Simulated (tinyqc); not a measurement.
Transfer-length model of a contact: effect of the contact resistivity.

A metal contact of length d and width W on a thin layer of the same width. The metal has no resistance, the sheet resistance under it equals Rsh, and current enters the layer at the front edge x = 0.

Transfer length Lt = sqrt(rc/Rsh); front resistance Rc = (Rsh Lt/W) coth(d/Lt); end resistance Re = (Rsh Lt/W)/sinh(d/Lt).

Parameters, values chosen for the exercise:
```
symbol,value,unit,meaning
Rsh,2900,ohm/sq,sheet resistance of the semiconductor layer
d,0.15,um,contact length
W,0.39,um,contact width
```

Effect of the contact resistivity:
```
rc (ohm cm^2),Lt (um),d/Lt,Rc W (ohm um)
3.1e-9,0.01034,14.51,29.98
8.2e-9,0.01682,8.920,48.76
2.1e-8,0.02691,5.574,78.04
5.6e-8,0.04394,3.413,127.7
1.5e-7,0.07192,2.086,215.1
3.8e-7,0.1145,1.310,384.1
1e-6,0.1857,0.8078,805.7
2.6e-6,0.2994,0.5010,1876
6.9e-6,0.4878,0.3075,4744
```

Rc W rises from 30.0 to 4740 ohm um, as rc^(0.50) between the first two rows (d/Lt = 15) and rc^(0.95) between the last two (d/Lt = 0.31); a long contact gives the power 1/2 and a short one 1. In 2 of the 9 rows Lt is below 20 nm, near the thickness of a real layer, where current spreads in depth and the line model fails.

tinyqc, about 0.01 s, one thread, Intel Xeon 2.30GHz (shared host): `OMP_NUM_THREADS=1 python tinyqc.py 2760057 2760058 out.jsonl`
